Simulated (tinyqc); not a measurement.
Worked calculation: UHF in the sto-3g basis, for H4, spin multiplicity 3. This run ends on a higher stationary point, not on the lowest solution. One step of it, computed by the program tinyqc.

Problem. Iteration 1: building the Fock matrix. J_ij = sum D_kl (ij|kl) with D = D(alpha) + D(beta), K_ij = sum D_kl (ik|jl) for each spin; F = H + J - K(s); E = tr D H + tr D J / 2 - 0.5 sum_s tr D(s) K(s) + E_nn.

D(alpha) at the start, order 1H 1s, 2H 1s, 3H 1s, 4H 1s:
```
[[1.346656, -0.857774, 0.038613, -0.082740],
 [-0.857774, 1.216963, -0.686054, 0.038613],
 [0.038613, -0.686054, 1.216963, -0.857774],
 [-0.082740, 0.038613, -0.857774, 1.346656]]
```

D(beta) at the start, order 1H 1s, 2H 1s, 3H 1s, 4H 1s:
```
[[0.597847, -0.630910, 0.630910, -0.597847],
 [-0.630910, 0.665801, -0.665801, 0.630910],
 [0.630910, -0.665801, 0.665801, -0.630910],
 [-0.597847, 0.630910, -0.630910, 0.597847]]
```

core Hamiltonian H = T + V (hartree), order 1H 1s, 2H 1s, 3H 1s, 4H 1s:
```
[[-1.366897, -0.955437, -0.108161, -0.016095],
 [-0.955437, -1.562250, -0.482630, -0.108161],
 [-0.108161, -0.482630, -1.562250, -0.955437],
 [-0.016095, -0.108161, -0.955437, -1.366897]]
```

Two-electron integrals (ij|kl) in chemists' order, unique and non-zero (hartree):
```
(11|11) 0.774606   (21|11) 0.328184   (21|21) 0.175167   (22|11) 0.491264
(22|21) 0.328184   (22|22) 0.774606   (31|11) 0.021836   (31|21) 0.013277
(31|22) 0.029245   (31|31) 0.001342   (32|11) 0.079784   (32|21) 0.054185
(32|22) 0.136039   (32|31) 0.006645   (32|32) 0.036626   (33|11) 0.214385
(33|21) 0.139420   (33|22) 0.344360   (33|31) 0.021836   (33|32) 0.136039
(33|33) 0.774606   (41|11) 0.002259   (41|21) 0.001454   (41|22) 0.003420
(41|31) 0.000169   (41|32) 0.000901   (41|33) 0.003420   (41|41) 0.000023
(42|11) 0.013244   (42|21) 0.008801   (42|22) 0.021836   (42|31) 0.001163
(42|32) 0.006645   (42|33) 0.029245   (42|41) 0.000169   (42|42) 0.001342
(43|11) 0.093917   (43|21) 0.058892   (43|22) 0.139420   (43|31) 0.008801
(43|32) 0.054185   (43|33) 0.328184   (43|41) 0.001454   (43|42) 0.013277
(43|43) 0.175167   (44|11) 0.154413   (44|21) 0.093917   (44|22) 0.214385
(44|31) 0.013244   (44|32) 0.079784   (44|33) 0.491264   (44|41) 0.002259
(44|42) 0.021836   (44|43) 0.328184   (44|44) 0.774606
```

nuclear repulsion = 2.03701740 hartree

Give: Coulomb J; exchange K(alpha); exchange K(beta); F(alpha); F(beta); total energy of this density.

Solution.

Coulomb J (hartree), order 1H 1s, 2H 1s, 3H 1s, 4H 1s:
```
[[1.7065, 0.8854, 0.0838, 0.0110],
 [0.8854, 1.7826, 0.4174, 0.0838],
 [0.0838, 0.4174, 1.7826, 0.8854],
 [0.0110, 0.0838, 0.8854, 1.7065]]
```

exchange K(alpha) (hartree), order 1H 1s, 2H 1s, 3H 1s, 4H 1s:
```
[[0.6779, 0.2218, -0.0638, -0.0444],
 [0.2218, 0.4683, -0.0313, -0.0638],
 [-0.0638, -0.0313, 0.4683, 0.2218],
 [-0.0444, -0.0638, 0.2218, 0.6779]]
```

exchange K(beta) (hartree), order 1H 1s, 2H 1s, 3H 1s, 4H 1s:
```
[[0.1753, -0.0004, 0.0184, -0.0177],
 [-0.0004, 0.1274, -0.0135, 0.0184],
 [0.0184, -0.0135, 0.1274, -0.0004],
 [-0.0177, 0.0184, -0.0004, 0.1753]]
```

F(alpha) (hartree), order 1H 1s, 2H 1s, 3H 1s, 4H 1s:
```
[[-0.3383, -0.2919, 0.0394, 0.0393],
 [-0.2919, -0.2479, -0.0339, 0.0394],
 [0.0394, -0.0339, -0.2479, -0.2919],
 [0.0393, 0.0394, -0.2919, -0.3383]]
```

F(beta) (hartree), order 1H 1s, 2H 1s, 3H 1s, 4H 1s:
```
[[0.1643, -0.0696, -0.0428, 0.0126],
 [-0.0696, 0.0929, -0.0517, -0.0428],
 [-0.0428, -0.0517, 0.0929, -0.0696],
 [0.0126, -0.0428, -0.0696, 0.1643]]
```

total energy of this density = -0.211621 hartree

This density is the starting one.
